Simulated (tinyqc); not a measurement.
Inside a calculation. Method: Hubbard ring of 6 sites. One step of it, computed by the program tinyqc.

Task: Mean-field iteration 1. H(up) = T + U n(down), H(down) = T + U n(up); fill the lowest levels; n(new) = n + mixing (n(out) - n); E = tr T (rho up + rho down) + U sum n_up n_down of the output.

one-body matrix (hopping and site energies) (eV), lower triangle:
```
           1          2          3          4          5         6
1   0.540000
2  -1.590000   0.950000
3   0.000000  -1.590000   0.400000
4   0.000000   0.000000  -1.590000   0.300000
5   0.000000   0.000000   0.000000  -1.590000   0.080000
6  -1.590000   0.000000   0.000000   0.000000  -1.590000  0.380000
```

U = 8.200000 eV

electrons, up and down: 3  3

mixing = 1

n(up) at the start (a guess, not normalised): 1 0.800000, 2 0.200000, 3 0.800000, 4 0.200000, 5 0.800000, 6 0.200000

n(down) at the start (a guess): 1 0.200000, 2 0.800000, 3 0.200000, 4 0.800000, 5 0.200000, 6 0.800000

Give: levels, up; levels, down; energy; n(up) after iteration 1; n(down) after iteration 1.

Result:

levels, up (eV): 0.419  1.447  1.643  7.377  7.663  8.702

levels, down (eV): 0.527  1.522  1.924  7.252  7.489  8.536

energy = -0.712 eV

n(up) after iteration 1: 1 0.884, 2 0.104, 3 0.887, 4 0.117, 5 0.891, 6 0.117

n(down) after iteration 1: 1 0.121, 2 0.865, 3 0.125, 4 0.881, 5 0.128, 6 0.880
